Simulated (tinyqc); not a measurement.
Inputs raised by 5 %, one at a time: two-sublattice mean-field magnet: ferrimagnet, compensation points and susceptibility. Computed by tinyqc, a small Python program. Command: `OMP_NUM_THREADS=1 python tinyqc.py 3027359 3027360 out.jsonl ferri sens`. One thread of a shared host (Intel(R) Xeon(R) Processor @ 2.30GHz), about 0.02 s of CPU time with the checks.

A random alloy A(1-x)B(x) with H = -sum over pairs J S_i.S_j. a = <S_A> and b = <S_B> are taken along z, a > 0. Exchange fields: h_A = (1 - x) zJ_AA a + x zJ_AB b, h_B = (1 - x) zJ_AB a + x zJ_BB b; a = S_A B_(S_A)(S_A h_A/(k_B T)) and likewise for b, with the Brillouin function B_S(y) = [(2S + 1)/(2S)] coth[(2S + 1) y/(2S)] - [1/(2S)] coth[y/(2S)].

Inputs (values chosen for the exercise, for a model ferrimagnet):
```
quantity                 value  unit
spin S_A                   2.5     -
spin S_B                   3.5     -
fraction x of B sites     0.22     -
z J_AA                    12.1   meV
z J_BB                    0.97   meV
z J_AB                    -2.6   meV
T over T_c                0.46     -
largest number of steps   3000     -
```

Constants: k_B = 8.617333262e-05 eV/K.

Method. Linearised, T (a, b) = M (a, b) with M_ij = S_i (S_i + 1) c_j zJ_ij/(3 k_B), c_A = 1 - x, c_B = x. T_c is the larger eigenvalue, and its eigenvector gives b/a at onset, (T_c - M_AA)/M_AB. Repeat from a = S_A, b = -S_B until a and b change by less than 1e-10.

Runs:
```
input moved            from      to  T_c (K)      a       b
base run                  -       -    327.1  2.288  -1.763
fraction x of B sites  0.22   0.231    322.9  2.289  -1.768
z J_AA (meV)           12.1  12.705    342.7  2.287  -1.697
z J_BB (meV)           0.97  1.0185    327.1  2.288  -1.768
z J_AB (meV)           -2.6   -2.73    327.8  2.289  -1.823
T over T_c             0.46   0.483    327.1  2.259  -1.678
```

Exponents ln(y'/y) / ln(x'/x):
```
input                     T_c       a       b
fraction x of B sites  -0.260   0.007   0.060
z J_AA                  0.956  -0.008  -0.775
z J_BB                  0.001   0.000   0.061
z J_AB                  0.048   0.007   0.695
T over T_c              0.000  -0.267  -1.008
```

Among the inputs moved here: T_c answers most in size to z J_AA (exponent +0.956), next to fraction x of B sites (-0.260); its exponent is below 0.0005 for T over T_c. a answers most in size to T over T_c (exponent -0.267), next to z J_AA (-0.008); its exponent is below 0.0005 for z J_BB. b answers most in size to T over T_c (exponent -1.008), next to z J_AA (-0.775).

Extremes, crossings and ranges named in words are read from the listed rows.
